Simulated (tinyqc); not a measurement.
Vacuum evaporation: vapour pressure, source flux, thickness distribution, purity and step coverage: one step, computed by the program tinyqc. Command: `OMP_NUM_THREADS=1 python tinyqc.py 3113178 3113179 out.jsonl evap walk`. One thread of a shared host (Intel(R) Xeon(R) Processor @ 2.30GHz), about 0.01 s of CPU time with the checks.

Molecular flow, unit sticking of the metal, no re-evaporation. The background gas is taken as water vapour (18.015 g/mol, collision diameter 0.37 nm) at 300 K.

Task: Vapour pressure and flux. log10(p_v/Pa) = A - B/T; flux from the surface Phi = p_v/sqrt(2 pi m k_B T), m = M u. Mass loss = Phi x area x m; heat of evaporation = ln(10) R B; d ln Phi/dT = ln(10) B/T^2 - 1/(2 T).

Inputs (values chosen for the exercise, modelled on aluminium, with constants for the liquid):
```
quantity,value,unit
molar mass M,26.98,g/mol
vapour-pressure constant A,10.91,-
vapour-pressure constant B,16200,K
source temperature T,1560,K
source area,0.27,cm^2
```

Constants: u = 1.6605390666e-27 kg; k_B = 1.380649e-23 J/K; R = 8.314462618 J/(mol K).

Give: vapour pressure p_v; flux Phi; mass loss; heat of evaporation; change of flux per kelvin.

Result:

vapour pressure p_v = 3.353 Pa

flux Phi = 4.306e+18 1/(cm^2 s)

mass loss = 0.1875 g/h

heat of evaporation = 310.1 kJ/mol

change of flux per kelvin = 1.501 %/K

Holding the rate to 1 % needs the temperature to about 0.67 K.
